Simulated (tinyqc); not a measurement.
ESD clamp with bipolar snapback, compact model and design window: one step of the calculation.

The drain junction multiplies the current that enters it: Igen = (M - 1)(Ic + I0), M = 1/(1 - (Vj/BV)^n). The generated holes leave through the substrate resistance and the base of the parasitic npn: Igen = Vb/Rb + Ic/be, Ic = Is exp(Vb/Vt). Terminal current I = Ic + I0 + Igen and voltage V = Vj + I Ro, per width. Isothermal, constant gain.

Task. Base voltage at the failure current. I(Vb) = Ic (1 + 1/be) + I0 + Vb/Rb, I' = Ic (1 + 1/be)/Vt + 1/Rb; Newton steps on ln I: Vb(new) = Vb - ln(I/It2) I/I'. V follows from the introduction.

Values chosen for this exercise; values close to those of grounded-gate n-channel clamps:
- T = 300 K (temperature)
- BV = 10.1 V (junction breakdown voltage)
- n = 3 (exponent of the multiplication)
- be = 11 (current gain of the parasitic npn)
- Is = 4.2e-18 A/um (saturation current)
- I0 = 1.5e-12 A/um (junction leakage)
- Rb = 18000 ohm um (substrate resistance)
- Ro = 410 ohm um (drain ballast and contact resistance)
- It2 = 6.1 mA/um (failure current for 100 ns)

Constants: q = 1.602176634e-19 C, kB = 1.380649e-23 J/K, Vt = kB T/q. Results are converted to the units shown.

Vb at the start = 0.8 V

Wanted: I; V; I'; Vb after iteration 1.

Result.

I = 0.17047 mA/um
V = 6.9949 V
I' = 4.9303 mS/um
Vb after iteration 1 = 0.92369 V

Numbers from tinyqc (`OMP_NUM_THREADS=1 python tinyqc.py 2670067 2670068 out.jsonl`; about 0.01 s on one thread of a shared Intel Xeon 2.30GHz).
